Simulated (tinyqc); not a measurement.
Electrons shared among three sets of ellipsoidal valleys, step by step. Values are carried at full precision from step to step, so a last printed digit may differ when a step is redone from the rounded ones.

Constants: hbar^2/2m0 = 3.80998211 eV angstrom^2; kB = 8.617333262e-05 eV/K.

Values chosen for the exercise (masses and offsets near those of GaSb; mobilities are free inputs, held fixed; not measured data):
- ml = (0.038, 1.308, 1.529) m0 (longitudinal masses of Gamma, L, X)
- mt = (0.038, 0.0973, 0.2257) m0 (transverse masses)
- M = (1, 4, 3) (valleys in each set)
- T = 400 K
- dE = (0, 0.068, 0.291) eV (edges of Gamma, L, X above the first)
- n = 5.9e+17 1/cm^3 (total electron density)
- mu = (5900, 700, 310) cm^2/(V s) (mobility of each set)

## Masses of each set

One valley: m_d = (ml mt^2)^(1/3). Whole set: m_de = M^(2/3) m_d. Mean over three axes: 1/m_c = (1/ml + 2/mt)/3. Anisotropy K = ml/mt.

m_d, m_de, m_c (m0) and K of each set:

| set | m_d | m_de | m_c | K |
|---|---|---|---|---|
| Gamma | 0.0380 | 0.0380 | 0.0380 | 1.00 |
| L | 0.2314 | 0.5830 | 0.1407 | 13.44 |
| X | 0.4271 | 0.8883 | 0.3153 | 6.77 |

m_de/m_c is 1.00 for Gamma, 4.14 for L, 2.82 for X: many anisotropic valleys give many states at a light conductivity mass. m_c is the mean over three axes; a set that holds only some of the equivalent valleys conducts with a mass that depends on direction.

## Effective densities of states

N_i = M_i times N = 2 (m kB T/(4 pi c))^(3/2) with c = hbar^2/2m0, in 1/angstrom^3; times 1e24 for 1/cm^3, with m = (ml mt^2)^(1/3).

kT = 0.034469 eV

N_i (1/cm^3): Gamma 2.8619e+17, L 1.7197e+19, X 3.2347e+19

## Fermi level and populations

F_j(eta) = (1/Gamma(j + 1)) integral_0^infinity x^j dx/(1 + exp(x - eta)), which tends to exp(eta) for eta << 0.

Solve n = sum_i N_i F_1/2((EF - dE_i)/kT), energies from the edge of the first set.

EF = -0.0516 eV

eta_i: Gamma -1.50, L -3.47, X -9.94

n_i (1/cm^3): Gamma 5.95e+16, L 5.29e+17, X 1.56e+15

shares: Gamma 0.1008, L 0.8966, X 0.0026

L holds most electrons (89.7 %). Boltzmann weights N_i exp(-dE_i/kT) would give L a share of 0.8908.

## Drift and Hall mobility of the mixture

With f_i the shares, mu_drift = sum f_i mu_i; low-field Hall mobility mu_H = sum f_i mu_i^2/mu_drift (scattering and anisotropy factors set to 1); the Hall density is n mu_drift/mu_H; rho = 1/(e n mu_drift), e = 1.602176634e-19 C.

mu_drift = 1223 cm^2/(V s)
mu_H = 3228 cm^2/(V s)
Hall density = 2.24e+17 1/cm^3
rho = 0.00865 ohm cm

A Hall measurement would read 37.9 % of the true density. The mobilities are of the size met in pure crystals; at this density impurities would cut them and raise rho, by a factor of two to ten or more depending on crystal and density.

## Checks

- Share of L at n = 1e10 1/cm^3 against the Boltzmann weight: both 0.8908.

Run: tinyqc, `OMP_NUM_THREADS=1 python tinyqc.py 1680959 1680960 out.jsonl`; Intel(R) Xeon(R) Processor @ 2.30GHz, one thread, shared host; about 0.01 s of CPU time with all checks.
